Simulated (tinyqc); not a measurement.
Stretching all distances: RHF, UHF, MP2, CISD and CCSD against full CI in the sto-3g basis, for H6, spin multiplicity 1. Computed by the program tinyqc with PySCF. All coordinates are multiplied by the scale. c0^2 is the weight of the RHF determinant in the lowest singlet FCI state (UHF is spin-contaminated and may lie near states of higher spin) and n(LUMO) the first natural occupation beyond the occupied space.

Geometry (angstrom):
```
atom,x,y,z
H,0.0000,0.0000,0.0000
H,0.0000,0.0000,0.7380
H,0.0000,0.0000,1.7210
H,0.0000,0.0000,2.4590
H,0.0000,0.0000,3.4420
H,0.0000,0.0000,4.1800
```

Full CI energy (hartree) and errors against it (kcal/mol):
```
scale,distance 1-2 (angstrom),E(FCI),RHF,UHF,MP2,CISD,CCSD,<S^2> UHF,c0^2,n(LUMO)
0.9800,0.7232,-3.284991,36.5633,36.5633,11.3179,0.6959,0.0741,0.0000,0.9670,0.0381
1.1400,0.8413,-3.324656,46.1685,46.1685,15.9587,1.3727,0.1122,0.0000,0.9498,0.0541
1.3000,0.9594,-3.295750,58.3748,58.3748,22.0874,2.6107,0.1734,0.0000,0.9252,0.0756
1.4500,1.0701,-3.239951,72.7533,72.7533,29.5175,4.6101,0.2542,0.0000,0.8933,0.1023
1.6100,1.1882,-3.168671,91.7299,86.5301,39.5429,8.1161,0.3598,0.5873,0.8476,0.1397
1.7700,1.3063,-3.096423,114.7814,87.4845,51.8845,13.6097,0.4694,1.2551,0.7887,0.1877
1.9300,1.4243,-3.029957,141.9141,79.0358,66.4086,21.6128,0.5554,1.7783,0.7179,0.2463
2.0800,1.5350,-2.976117,170.7116,66.7548,81.5636,31.6493,0.5852,2.1448,0.6440,0.3095
2.2400,1.6531,-2.928989,204.2696,52.5804,98.5518,44.9828,0.5364,2.4247,0.5629,0.3830
```

What does the comparison show, and why?

UHF parts from RHF first at scale 1.61 of those listed, where <S^2> leaves zero. The weight c0^2 goes from 0.97 to 0.56 and n(LUMO) from 0.04 to 0.38: static correlation grows as the bonds break into open-shell fragments. The spread of the error along the curve, which distorts its shape, is CCSD 0.5, CISD 44.3, UHF 50.9, MP2 87.2, RHF 167.7 kcal/mol.
